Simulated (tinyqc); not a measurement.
Deep level with several charge states, and Shockley-Read-Hall recombination: one step. Charge states at a trial Fermi level. Four cases, with inputs chosen for the exercise.

Question. Form the exponents, the shares, the mean charge and the residual of neutrality at EF = E_try.

Energies from Ev. The defect has charge states 0, -1, -2 with weights 1, gm exp((EF - E1)/kT), exp((2 EF - E1 - E2)/kT); the shares are the weights over their sum. Boltzmann carriers: n = Nc exp((EF - Eg)/kT), p = Nv exp(-EF/kT). Neutrality: p - n + Nd + Nt <q> = 0.

Constants: kB = 8.617333262e-05 eV/K.

Case 1.

Values chosen (gap and densities of states near those of GaN at this temperature; not measured data): Eg = 3.444 eV (gap); Nc = 3.46e+18 1/cm^3 (conduction-band density of states); Nv = 6.54e+19 1/cm^3 (valence-band density of states); T = 400 K; E1 = 1.561 eV (level (0/-1) above Ev); E2 = 2.427 eV (level (-1/-2) above Ev); gm = 2 (degeneracy of the middle state, the others 1); Nt = 1.3e+13 1/cm^3 (defects); Nd = 4.3e+12 1/cm^3 (ionised shallow donors minus acceptors); E_try = 2.146 eV (trial Fermi level).

Case 2.

Values chosen (gap and densities of states near those of SiC at this temperature; not measured data): Eg = 3.144 eV (gap); Nc = 3.38e+19 1/cm^3 (conduction-band density of states); Nv = 5.66e+19 1/cm^3 (valence-band density of states); T = 450 K; E1 = 1.364 eV (level (0/-1) above Ev); E2 = 2.342 eV (level (-1/-2) above Ev); gm = 1 (degeneracy of the middle state, the others 1); Nt = 1.1e+16 1/cm^3 (defects); Nd = 1.4e+17 1/cm^3 (ionised shallow donors minus acceptors); E_try = 1.951 eV (trial Fermi level).

Case 3.

Values chosen (gap and densities of states near those of Si at this temperature; not measured data): Eg = 1.13 eV (gap); Nc = 2.05e+19 1/cm^3 (conduction-band density of states); Nv = 8.62e+18 1/cm^3 (valence-band density of states); T = 250 K; E1 = 0.457 eV (level (0/-1) above Ev); E2 = 0.815 eV (level (-1/-2) above Ev); gm = 2 (degeneracy of the middle state, the others 1); Nt = 9e+14 1/cm^3 (defects); Nd = 1.4e+16 1/cm^3 (ionised shallow donors minus acceptors); E_try = 0.694 eV (trial Fermi level).

Case 4.

Values chosen (gap and densities of states near those of GaN at this temperature; not measured data): Eg = 3.463 eV (gap); Nc = 1.63e+18 1/cm^3 (conduction-band density of states); Nv = 3.35e+19 1/cm^3 (valence-band density of states); T = 250 K; E1 = 0.941 eV (level (0/-1) above Ev); E2 = 2.345 eV (level (-1/-2) above Ev); gm = 2 (degeneracy of the middle state, the others 1); Nt = 1.3e+16 1/cm^3 (defects); Nd = -7.7e+16 1/cm^3 (ionised shallow donors minus acceptors); E_try = 0.864 eV (trial Fermi level).

Give: exponents of the second and third weights; shares; <q>; n, p; residual.

Answer.

Case 1.

exponents of the second and third weights: [16.972, 8.819]

shares: 0 0.0000, -1 0.9999, -2 0.0001

<q> = -1.0001

n, p (1/cm^3): [153, 5.99e-08]

residual = -8.70e+12 1/cm^3

The residual is negative, so EF must fall.

Case 2.

exponents of the second and third weights: [15.137, 5.054]

shares: 0 0.0000, -1 1.0000, -2 0.0000

<q> = -1.0000

n, p (1/cm^3): [1.47e+06, 0.00799]

residual = 1.29e+17 1/cm^3

The residual is positive, so EF must rise.

Case 3.

exponents of the second and third weights: [11.001, 5.384]

shares: 0 0.0000, -1 0.9982, -2 0.0018

<q> = -1.0018

n, p (1/cm^3): [3.33e+10, 8.81e+04]

residual = 1.31e+16 1/cm^3

The residual is positive, so EF must rise.

Case 4.

exponents of the second and third weights: [-3.574, -72.319]

shares: 0 0.9469, -1 0.0531, -2 0.0000

<q> = -0.0531

n, p (1/cm^3): [6.59e-35, 128]

residual = -7.77e+16 1/cm^3

The residual is negative, so EF must fall.

Computed by tinyqc, one run a case: `OMP_NUM_THREADS=1 python tinyqc.py N N+1 out.jsonl` with N = 1651647, 1652710, 1680490, 1680909; one thread of a shared Intel(R) Xeon(R) Processor @ 2.30GHz, about 0.01 s a run at most.
